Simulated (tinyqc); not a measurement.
# p-n diode, drift-diffusion by the Gummel loop with Scharfetter-Gummel fluxes: what changes with what

Abrupt junction at x = 0, p side from -Lp, n side to Ln, ohmic contacts. psi is counted from the intrinsic level; n = ni exp((psi - phin)/Vt), p = ni exp((phip - psi)/Vt). Contacts: p side psi = V - Vt ln(Na/ni), p = Na, n = ni^2/Na; n side psi = Vt ln(Nd/ni), n = Nd, p = ni^2/Nd. Constant mobilities, D = mu Vt, Boltzmann statistics, SRH recombination through a mid-gap level, U = (n p - ni^2)/(tp (n + ni) + tn (p + ni)). Current is positive from the p contact to the n contact.

Parameters, values chosen for the exercise; band and dielectric values close to those of silicon: temperature T = 300 K; band gap Eg = 1.1 eV; relative permittivity eps_r = 11.7; conduction-band density of states at T Nc = 2.81e19 cm^-3; valence-band density of states at T Nv = 2.64e19 cm^-3; acceptor density of the p side Na = 1.2e16 cm^-3; donor density of the n side Nd = 4.2e17 cm^-3; electron mobility mun = 840 cm^2/(V s); hole mobility mup = 360 cm^2/(V s); SRH lifetime of electrons tn = 2e-7 s; SRH lifetime of holes tp = 1e-7 s; length of the p side Lp = 0.99 um; length of the n side Ln = 5.4 um; uniform generation rate G = 0 cm^-3 s^-1.

Constants: q = 1.602176634e-19 C, kB = 1.380649e-23 J/K, Vt = kB T/q, eps0 = 8.8541878128e-14 F/cm where lengths are in cm. Results are converted to the units shown.

Each table varies one quantity; the others keep the values above.

## Current against voltage in the dark

ni = sqrt(Nc Nv) exp(-Eg/(2 Vt)), Eg in volts. Poisson and both continuity equations are solved self-consistently with Scharfetter-Gummel fluxes on a graded mesh of 500 nodes. J_scr is q times the integral of U between -xp and xn. Ideal diffusion current J_id = q ni^2 [Dn coth(wp/Le)/(Le Na) + Dp coth(wn/Lh)/(Lh Nd)] (exp(V/Vt) - 1), Le = sqrt(Dn tn), Lh = sqrt(Dp tp), wp = Lp - xp, wn = Ln - xn, with xp and xn from the depletion approximation (W = sqrt(2 eps0 eps_r (Vbi - V)(1/Na + 1/Nd)/q), xp = W Nd/(Na + Nd), xn = W Na/(Na + Nd), Vbi = Vt ln(Na Nd/ni^2)). Ideality factor = 0.004 V/(Vt ln[J(V + 0.004 V)/J(V)]). Here G = 0.

In this table G = 0 cm^-3 s^-1.

Current against voltage in the dark:

| V (V) | J (A/cm^2) | ideality factor | J_scr/J (%) | J_id (A/cm^2) | share recombining at the contacts (%) | larger minority/doping at -xp and xn |
|---|---|---|---|---|---|---|
| 0.16 | 9.76e-7 | 1.31 | 52.1 | 4.75e-7 | 47.8 | 1.26e-9 |
| 0.22 | 6.46e-6 | 1.15 | 27.5 | 4.76e-6 | 72.5 | 1.27e-8 |
| 0.29 | 7.64e-5 | 1.05 | 9.94 | 7.00e-5 | 90.0 | 1.88e-7 |
| 0.35 | 7.14e-4 | 1.03 | 3.74 | 7.00e-4 | 96.2 | 1.89e-6 |
| 0.42 | 0.0102 | 1.01 | 1.17 | 0.0103 | 98.7 | 2.77e-5 |
| 0.48 | 0.100 | 1.01 | 0.445 | 0.102 | 99.4 | 2.75e-4 |
| 0.55 | 1.45 | 1.02 | 0.151 | 1.50 | 99.7 | 0.00390 |
| 0.61 | 14.0 | 1.04 | 0.0619 | 14.9 | 99.8 | 0.0354 |
| 0.67 | 119 | 1.18 | 0.0255 | 147 | 99.9 | 0.254 |

J rises from 9.76e-7 to 119 A/cm^2; the ideality factor goes from 1.31 through a minimum of 1.01 (at V = 0.48 V among the rows listed) to 1.18. Recombination in the depleted layer carries over half of the current up to V = 0.16 V, where the factor is 1.31; it grows roughly as exp(V/2 Vt), so diffusion overtakes it. Where the factor is lowest (V = 0.48 V), J is 1.9 % below the ideal diffusion current. From V = 0.67 V on the minority density at an edge of the layer exceeds a tenth of the doping, and in the last row J is 19 % below the ideal value.

## Effect of the length of the p side at fixed bias

Same model as above.

In this table V = 0.56 V.

Result of one run:

| Lp (um) | J (A/cm^2) | ideality factor | J_scr/J (%) | J_id (A/cm^2) | share recombining at the contacts (%) | larger minority/doping at -xp and xn |
|---|---|---|---|---|---|---|
| 2.7 | 0.719 | 1.01 | 0.385 | 0.725 | 98.8 | 0.00584 |

What becomes of these results when the length of the p side Lp is changed from 2.7 to 4.4 um, all else the same?

Result of the changed run:

| Lp (um) | J (A/cm^2) | ideality factor | J_scr/J (%) | J_id (A/cm^2) | share recombining at the contacts (%) | larger minority/doping at -xp and xn |
|---|---|---|---|---|---|---|
| 4.4 | 0.439 | 1.01 | 0.630 | 0.440 | 97.2 | 0.00588 |

The whole series:

| Lp (um) | J (A/cm^2) | ideality factor | J_scr/J (%) | J_id (A/cm^2) | share recombining at the contacts (%) | larger minority/doping at -xp and xn |
|---|---|---|---|---|---|---|
| 0.99 | 2.12 | 1.02 | 0.130 | 2.19 | 99.8 | 0.00567 |
| 1.6 | 1.25 | 1.01 | 0.222 | 1.27 | 99.5 | 0.00578 |
| 2.7 | 0.719 | 1.01 | 0.385 | 0.725 | 98.8 | 0.00584 |
| 4.4 | 0.439 | 1.01 | 0.630 | 0.440 | 97.2 | 0.00588 |
| 7.3 | 0.271 | 1.01 | 1.02 | 0.270 | 93.3 | 0.00590 |
| 12 | 0.177 | 1.01 | 1.57 | 0.175 | 84.5 | 0.00590 |
| 20 | 0.125 | 1.01 | 2.22 | 0.123 | 66.4 | 0.00590 |

As Lp rises from 0.99 to 20, J falls from 2.12 to 0.125 A/cm^2, the share of the depleted layer rises from 0.130 to 2.22 % and the share lost at the contacts falls from 99.8 to 66.4 %. The exponent d ln J/d ln Lp is -1.11 between the first two rows and -0.68 between the last two. J less J_scr is 0.66 % below J_id in the last row.

Numbers from tinyqc (`OMP_NUM_THREADS=1 python tinyqc.py 2240109 2240110 out.jsonl`; about 0.1 s on one thread of a shared Intel Xeon 2.30GHz).
